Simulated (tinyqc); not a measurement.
Tersoff bond-order potential: one step, computed by the program tinyqc. Command: `OMP_NUM_THREADS=1 python tinyqc.py 3021528 3021529 out.jsonl tersoff walk`. One thread of a shared host (Intel(R) Xeon(R) Processor @ 2.30GHz), about 0.01 s of CPU time with the checks.

E = (1/2) sum_(i, j != i) [A exp(-lambda r_ij) - b_ij B exp(-mu r_ij)], b_ij = (1 + (beta zeta_ij)^n)^(-1/(2n)), zeta_ij = sum_(k != i, j) g(theta_ijk), g = 1 + c^2/d^2 - c^2/(d^2 + (h - cos theta)^2), with theta at atom i. Only nearest neighbours count (cut-off function 1 for them, 0 beyond).

Problem. Unrelaxed vacancy. Each of the four neighbours loses one bond; its three other bonds now have zeta = 2 g, for the direction that starts at it. E_v = -E + 12 x (1/2)(b(3g) - b(2g)) B exp(-mu r), where -E is the pair-like cost.

Inputs (values chosen for the exercise, modelled on silicon):

| quantity | value | unit |
|---|---|---|
| B | 471.69 | eV |
| mu | 1.7322 | 1/angstrom |
| beta | 1.07e-06 | - |
| n | 0.7849 | - |

zeta = 30365.78

energy per atom of the diamond lattice = -4.474957 eV

bond order b = 0.9590133

bond length = 2.372792 angstrom

Give: b(2g); unrelaxed vacancy energy E_v.

Solution.

b(2g) = 0.96975

unrelaxed vacancy energy E_v = 3.9763 eV

Stronger back bonds return 0.499 eV, so E_v is 89 % of the cohesive energy.
